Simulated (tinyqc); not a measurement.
# From dn, finite wafer back to diffusion length L

Model: surface photovoltage measurement of the minority-carrier diffusion length in a wafer. Computed by tinyqc, a small Python program. Command: `OMP_NUM_THREADS=1 python tinyqc.py 3130195 3130196 out.jsonl spv inv`. One thread of a shared host (Intel(R) Xeon(R) Processor @ 2.30GHz), about 0.03 s of CPU time with the checks.

Low injection, steady light, a depletion layer much thinner than 1/alpha and L. The excess density dn is taken at the front edge of the neutral region; light that reaches the back is lost.

Inputs (values chosen for the exercise, modelled on p-type silicon at room temperature):

| quantity | value | unit |
|---|---|---|
| wafer thickness W | 525 | micrometre |
| diffusivity D | 28.6 | cm^2/s |
| front recombination velocity S_f | 4300 | cm/s |
| back recombination velocity S_b | 370000 | cm/s |
| photon flux entering | 2.7e+13 | 1/(cm^2 s) |
| minority density at the surface barrier scale n_0 | 3.7e+10 | 1/cm^3 |
| temperature T | 298 | K |
| wavelength | 975 | nm |

Constants: k_B = 8.617333262e-05 eV/K.

Method:
- alpha = (84.732/lambda - 76.417)^2 per cm with lambda in micrometre (an empirical fit for silicon between 0.7 and 1.05 micrometre).
- Thick wafer: dn = Phi L/((S_f + D/L)(L + 1/alpha)). Finite wafer, with s = S_b L/D, w = W/L, a = alpha L: dn = [Phi a/(a^2 - 1)] [a - B - exp(-alpha W)(a - s)/(cosh w + s sinh w)]/(S_f + B D/L), B = (sinh w + s cosh w)/(cosh w + s sinh w).
- Photovoltage V = (k_B T/e) ln(1 + dn/n_0). Lifetime = L^2/D.

Question. A run gave the result below. Find the diffusion length L, known to lie between 180 and 360 micrometre.

dn, finite wafer = 3.193122e+09 1/cm^3

Answer.

Each step takes the trial c = (a f_b - b f_a)/(f_b - f_a), f being the result less the target and a, b, c the logarithms of the listed values; c replaces end b, the old b replaces a if the sign of f changed, and otherwise f_a is halved.

Scan of the range:

| diffusion length L (micrometre) | dn, finite wafer (1/cm^3) |
|---|---|
| 180 | 3.02443e+09 |
| 202 | 3.22055e+09 |
| 227 | 3.40814e+09 |
| 255 | 3.58150e+09 |
| 286 | 3.73717e+09 |
| 321 | 3.87725e+09 |
| 360 | 3.99957e+09 |

False position (Illinois rule, in the logarithm of the input) inside the bracket:

| step | end a | end b | trial | dn, finite wafer (1/cm^3) |
|---|---|---|---|---|
| 1 | 180.000 | 202.000 | 198.768 | 3.19370e+09 |
| 2 | 180.000 | 198.768 | 198.635 | 3.19258e+09 |
| 3 | 198.768 | 198.635 | 198.700 | 3.19312e+09 |
| 4 | 198.635 | 198.700 | 198.700 | 3.19312e+09 |

dn, finite wafer rises at every point of a 13-point scan of the range (every second point is shown), so one value fits; it is bracketed by 180 and 202. Answer: diffusion length L = 198.7 micrometre.
